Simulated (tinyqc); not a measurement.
A barrier in a uniform field, exact transmission by Airy functions: one step of the calculation.

The left lead has its band edge at 0, the barrier edge falls as U(x) = U0 - F x with F = V/d for 0 < x < d, and the right lead has its edge at -V. No transverse momentum; C = hbar^2/(2 m0); psi and psi'/m are continuous. M carries (psi, psi'/m) across the barrier.

Question. Transfer matrix. With a = Ai, a' = Ai', b = Bi, b' = Bi' at z1 (left edge) and z2 (right edge): M11 = pi (a2 b1' - b2 a1'), M12 = (pi/s)(b2 a1 - a2 b1), M21 = pi s (a2' b1' - b2' a1'), M22 = pi (b2' a1 - a2' b1).

Airy functions:
```
,Ai,Ai',Bi,Bi'
z1,1.3062154e-5,-3.2233632e-5,5024.3726,11970.163
z2,0.023078457,-0.036944773,4.6596623,6.3331668
```

s = -5.7534651 1/nm

Give: M (M12 in nm, M21 in 1/nm).

Answer.

M (M12 in nm, M21 in 1/nm):
```
,1,2
1,867.9,63.32
2,7993,583.2
```

Range of the model: Masses are held fixed, although real bands cease to be parabolic a few tenths of an eV from their edges.

Numbers from tinyqc (`OMP_NUM_THREADS=1 python tinyqc.py 2580001 2580002 out.jsonl`; about 0.01 s on one thread of a shared Intel Xeon 2.30GHz).
